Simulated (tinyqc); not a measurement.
p-n diode, drift-diffusion by the Gummel loop with Scharfetter-Gummel fluxes: one step of the calculation.

Abrupt junction at x = 0, p side from -Lp, n side to Ln, ohmic contacts. psi is counted from the intrinsic level; n = ni exp((psi - phin)/Vt), p = ni exp((phip - psi)/Vt). Contacts: p side psi = V - Vt ln(Na/ni), p = Na, n = ni^2/Na; n side psi = Vt ln(Nd/ni), n = Nd, p = ni^2/Nd. Constant mobilities, D = mu Vt, Boltzmann statistics, SRH recombination through a mid-gap level, U = (n p - ni^2)/(tp (n + ni) + tn (p + ni)). Current is positive from the p contact to the n contact.

Task. Poisson equation. With phin and phip held, solve a_i (psi_(i+1) - psi_i) - a_(i-1) (psi_i - psi_(i-1)) + q w_i (p_i - n_i + C_i) = 0 for the inner nodes by Newton steps to convergence; a_i = eps0 eps_r/h_i, h_i = x_(i+1) - x_i, w_i = (h_(i-1) + h_i)/2, C = -Na or +Nd.

Inputs (values chosen for the exercise); band and dielectric values those of a made-up semiconductor: temperature T = 300 K; relative permittivity eps_r = 11.2; acceptor density of the p side Na = 3.4e15 cm^-3; donor density of the n side Nd = 3.4e16 cm^-3; bias of the p contact V = 0.33 V.

Constants: q = 1.602176634e-19 C, kB = 1.380649e-23 J/K, Vt = kB T/q, eps0 = 8.8541878128e-14 F/cm where lengths are in cm. Results are converted to the units shown.

```
node  x (nm)  phin at the start (V)  phip at the start (V)
0      -2000                   0.33                   0.33
1      -1100                      0                   0.33
2       -581                      0                   0.33
3       -289                      0                   0.33
4       -122                      0                   0.33
5        -27                      0                   0.33
6         27                      0                   0.33
7       94.8                      0                   0.33
8        180                      0                   0.33
9        287                      0                   0.33
10       421                      0                   0.33
11       589                      0                   0.33
12       800                      0                      0
```

ni = 5.1743122e10 cm^-3

Wanted: psi; n after Poisson; p after Poisson.

Result.

```
node  psi (V)  n after Poisson (cm^-3)  p after Poisson (cm^-3)
0     0.04322                 7.8746e5                3.4000e15
1     0.04323                2.7544e11                3.3996e15
2     0.04363                2.7977e11                3.3471e15
3     0.05404                4.1842e11                2.2379e15
4     0.13197                8.5283e12                1.0980e14
5     0.24263                6.1642e14                1.5191e12
6     0.33163                1.9274e16                4.8584e10
7     0.34513                3.2494e16                2.8818e10
8     0.34624                3.3920e16                2.7606e10
9     0.34630                3.3997e16                2.7543e10
10    0.34630                3.4000e16                2.7541e10
11    0.34630                3.4000e16                2.7541e10
12    0.34630                3.4000e16                    78746
```

Numbers from tinyqc (`OMP_NUM_THREADS=1 python tinyqc.py 2240132 2240133 out.jsonl`; about 0.2 s on one thread of a shared Intel Xeon 2.30GHz).
